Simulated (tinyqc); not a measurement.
Periodic multilayer mirror for extreme ultraviolet light: one step. The first periods. Two cases, with inputs chosen for the exercise.

Question. List R just above the absorber of period i (counted from the substrate) and the reflectance of a mirror that ends with that period, for i = 1 to 6.

s polarisation, vacuum above. q_j = sqrt(N_j^2 - sin^2 theta); interface r_jk = (q_j - q_k)/(q_j + q_k) exp(-2 (2 pi/lam)^2 q_j q_k sg^2) (Nevot-Croce; sg = 0 if not given); phase factor of a layer x_j = exp(4 pi i q_j d_j/lam). Each period has the spacer (thickness (1 - Gm) L) on top of the absorber (Gm L). In this recursion R is the amplitude; R in tables and results is the reflectance, its squared modulus. The substrate is of the spacer material. Starting with R = 0 in it, each interface upward gives R -> (r + R x)/(1 + r R x), x that of the layer below the interface (1 for the substrate).

Give: Recursion.

Case 1.

r: vacuum/spacer 0.0004785-0.0008153i, spacer/absorber 0.0390517-0.0026376i, absorber/spacer -0.0390517+0.0026376i

x: spacer -0.8721032-0.4762474i, absorber -0.8566420+0.4778613i

Answer.

Recursion:
```
i  R in the spacer  reflectance
1   0.0712-0.0235i       0.0055
2   0.1397-0.0465i       0.0213
3   0.2049-0.0688i       0.0460
4   0.2664-0.0900i       0.0779
5   0.3238-0.1099i       0.1153
6   0.3771-0.1283i       0.1565
```

From 3 to 6 periods the reflectance grows by 3.40; amplitudes adding in phase without loss would give 4.

Case 2.

r: vacuum/spacer 0.0004695-0.0010044i, spacer/absorber 0.0420389-0.0027612i, absorber/spacer -0.0420389+0.0027612i

x: spacer -0.5951534-0.7934601i, absorber -0.5762611+0.7970788i

Answer.

Recursion:
```
i  R in the spacer  reflectance
1   0.0641-0.0377i       0.0054
2   0.1254-0.0750i       0.0210
3   0.1836-0.1112i       0.0453
4   0.2383-0.1461i       0.0768
5   0.2891-0.1791i       0.1138
6   0.3362-0.2101i       0.1547
```

From 3 to 6 periods the reflectance grows by 3.41; amplitudes adding in phase without loss would give 4.

Computed by tinyqc, one run a case: `OMP_NUM_THREADS=1 python tinyqc.py N N+1 out.jsonl` with N = 1650306, 1650459; one thread of a shared Intel(R) Xeon(R) Processor @ 2.30GHz, about 0.01 s a run at most.
